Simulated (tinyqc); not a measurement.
Stretching all distances: RHF, UHF, MP2, CISD and CCSD against full CI in the 3-21g basis, for H2, spin multiplicity 1. Computed by the program tinyqc with PySCF. All coordinates are multiplied by the scale. c0^2 is the weight of the RHF determinant in the lowest singlet FCI state (UHF is spin-contaminated and may lie near states of higher spin) and n(LUMO) the first natural occupation beyond the occupied space.

Geometry (angstrom):
```
atom       x       y       z
H     0.0000  0.0000  0.0000
H     0.0000  0.0000  0.6960
```

Full CI energy (hartree) and errors against it (kcal/mol):
```
scale  distance 1-2 (angstrom)    E(FCI)     RHF     UHF     MP2   CISD   CCSD  <S^2> UHF   c0^2  n(LUMO)
0.920                    0.640  -1.13777  14.395  14.395   4.108  0.000  0.000      0.000  0.989    0.017
1.140                    0.793  -1.14675  16.338  16.338   5.152  0.000  0.000      0.000  0.984    0.029
1.350                    0.940  -1.13197  18.767  18.767   6.587  0.000  0.000      0.000  0.976    0.045
1.570                    1.093  -1.10884  22.180  22.180   8.682  0.000  0.000      0.000  0.963    0.071
1.790                    1.246  -1.08497  26.637  25.899  11.457  0.000  0.000      0.166  0.945    0.107
2.000                    1.392  -1.06409  31.950  24.926  14.772  0.000  0.000      0.458  0.922    0.153
2.220                    1.545  -1.04530  38.652  20.948  18.934  0.000  0.000      0.655  0.890    0.216
```

What does the comparison show, and why?

UHF parts from RHF first at scale 1.79 of those listed, where <S^2> leaves zero. The weight c0^2 goes from 0.99 to 0.89 and n(LUMO) from 0.02 to 0.22: static correlation grows as the bonds break into open-shell fragments. The spread of the error along the curve, which distorts its shape, is CISD 0.0, CCSD 0.0, UHF 11.5, MP2 14.8, RHF 24.3 kcal/mol. With two electrons CISD and CCSD are exact.
